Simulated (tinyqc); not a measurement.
# From separation, layer less substrate back to Ge fraction x

Model: composition and strain of an epitaxial Si(1-x)Ge(x) layer from Raman and X-ray peaks. Computed by tinyqc, a small Python program. Command: `OMP_NUM_THREADS=1 python tinyqc.py 3017355 3017356 out.jsonl epiraman inv`. One thread of a shared host (Intel(R) Xeon(R) Processor @ 2.30GHz), about 0.02 s of CPU time with the checks.

A (001) layer, biaxially strained in the plane. The Raman peaks follow empirical lines omega = w0 + c1 x + c3 x^3 + b eps (c3 for Si-Ge alone), with eps the in-plane strain.

Inputs (values chosen for the exercise, modelled on silicon-germanium):
```
quantity                   value      unit
degree of relaxation R      0.76         -
lattice constant of Si     5.431  angstrom
lattice constant of Ge     5.658  angstrom
bowing B                   0.027  angstrom
2 C12/C11 of Si            0.777         -
2 C12/C11 of Ge            0.754         -
X-ray wavelength        1.540598  angstrom
```

Substrate: germanium.

Method:
- Relaxed lattice constant a(x) = a_Si + (a_Ge - a_Si) x - B x (1 - x).
- In-plane constant a_par = a_sub + R (a(x) - a_sub); eps = a_par/a(x) - 1; eps_perp = -(2 C12/C11) eps with 2 C12/C11 linear in x; a_perp = a(x) (1 + eps_perp).
- Bragg angle theta = arcsin(2 lambda/a) for (004), for the substrate with a_sub and the layer with a_perp; separation in arc seconds.

Problem. A run gave the result below. Find the Ge fraction x, known to lie between 0.42 and 0.87.

separation, layer less substrate = 2689.763 arcsec

Solution.

Each step takes the trial c = (a f_b - b f_a)/(f_b - f_a), f being the result less the target and a, b, c the logarithms of the listed values; c replaces end b, the old b replaces a if the sign of f changed, and otherwise f_a is halved.

Scan of the range:
```
Ge fraction x  separation, layer less substrate (arcsec)
0.420                                            4015.80
0.474                                            3651.57
0.535                                            3237.52
0.604                                            2765.94
0.682                                            2228.90
0.771                                            1611.24
0.870                                             918.40
```

False position (Illinois rule, in the logarithm of the input) inside the bracket:
```
step     end a     end b     trial  separation, layer less substrate (arcsec)
1     0.604000  0.682000  0.614495                                    2693.91
2     0.682000  0.614495  0.615067                                    2689.99
3     0.682000  0.615067  0.615129                                    2689.56
4     0.615067  0.615129  0.615100                                    2689.76
5     0.615129  0.615100  0.615100                                    2689.76
```

separation, layer less substrate falls at every point of a 13-point scan of the range (every second point is shown), so one value fits; it is bracketed by 0.604 and 0.682. Answer: Ge fraction x = 0.6151.
